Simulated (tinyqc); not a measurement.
Undoped gate-all-around wire MOSFET, analytic charge model: one step of the calculation.

An undoped round wire of radius R under an insulator shell and a surrounding gate; long channel, electrons only, n = ni exp((psi - V)/Vt) with V the quasi-Fermi potential (0 at the source, Vd at the drain), constant mobility, no quantisation. The radial Poisson equation gives n(r) = n(0)/(1 - (1 - b) r^2/R^2)^2 with b = Q0/(Q + Q0). Q is the electron charge per area of the wire surface.

Task. Charge at the source by substitution. With V = 0: u = Vg - V0 - Q/Cox, then Q(new) = (Q0/2)[sqrt(1 + 4 exp(u/Vt)) - 1], the root of Vt ln[(Q/Q0)(1 + Q/Q0)] = u.

Values chosen for this exercise: temperature T = 350 K; gate voltage Vg = 0.81 V.

Constants: q = 1.602176634e-19 C, kB = 1.380649e-23 J/K, Vt = kB T/q. Results are converted to the units shown.

Q at the start = 0 nC/cm^2
Cox = 2.0505942 uF/cm^2
Q0 = 205.09302 nC/cm^2
V0 = 0.50248914 V

Wanted: u; Q after iteration 1.

Result.

u = 0.3075 V
Q after iteration 1 = 3.347e4 nC/cm^2

Program tinyqc, `OMP_NUM_THREADS=1 python tinyqc.py 2460147 2460148 out.jsonl`; Intel Xeon 2.30GHz, shared host, one thread, about 0.04 s.
